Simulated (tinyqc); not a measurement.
Memristor with linear dopant drift, Biolek window: two steps of the calculation.

A film of thickness D has a doped share x: R = Ron x + Roff (1 - x), i = v/R, dx/dt = k i F with k = mv Ron/D^2 and F = 1 - x^(2 p) for i >= 0 and 1 - (x - 1)^(2 p) for i < 0. The drive is v = V0 sin(2 pi f t). The model has no threshold and no heating.

Values chosen for this exercise:

| symbol | value | unit | meaning |
|---|---|---|---|
| Ron | 200 | ohm | resistance of the fully doped film |
| Roff | 40000 | ohm | resistance of the undoped film |
| D | 8 | nm | film thickness |
| mv | 2.2e-14 | m^2/(V s) | dopant mobility |
| x0 | 0.43 |  | doped share at t = 0 |
| V0 | 1.2 | V | amplitude |
| p | 3 |  | window exponent |
| f | 9.6 | Hz | frequency |

Task 1. Rate constant, charge and flux scales. k = mv Ron/D^2; R0 = R(x0); without a window the film fills (x = 1) after the charge (1 - x0)/k and the flux (R0^2 - Ron^2)/(2 k (Roff - Ron)); half a period supplies the flux V0/(pi f).

Give: k; R0; charge to fill; flux to fill; flux of half a period.

Result 1.

k = 68750 1/C
R0 = 22886 ohm
charge to fill = 8.2909 uC
flux to fill = 0.095702 V s
flux of half a period = 0.039789 V s

Half a period supplies 41.6 % of the flux to fill.

Task 2. One Runge-Kutta step. Step h = 1/(16 f), from t = j h. With g(t, x) = dx/dt: k1 = g(t, x), k2 = g(t + h/2, x + h k1/2), k3 = g(t + h/2, x + h k2/2), k4 = g(t + h, x + h k3), x(new) = x + h (k1 + 2 k2 + 2 k3 + k4)/6.

x at step 2 = 0.44765011
j = 2

Give: k1..k4; x at step 3.

Result 2.

k1..k4 (1/s): [2.6086, 3.1118, 3.1205, 3.5284]
x at step 3 = 0.46783

tinyqc, about 0.1 s, one thread, Intel Xeon 2.30GHz (shared host): `OMP_NUM_THREADS=1 python tinyqc.py 2880002 2880003 out.jsonl`
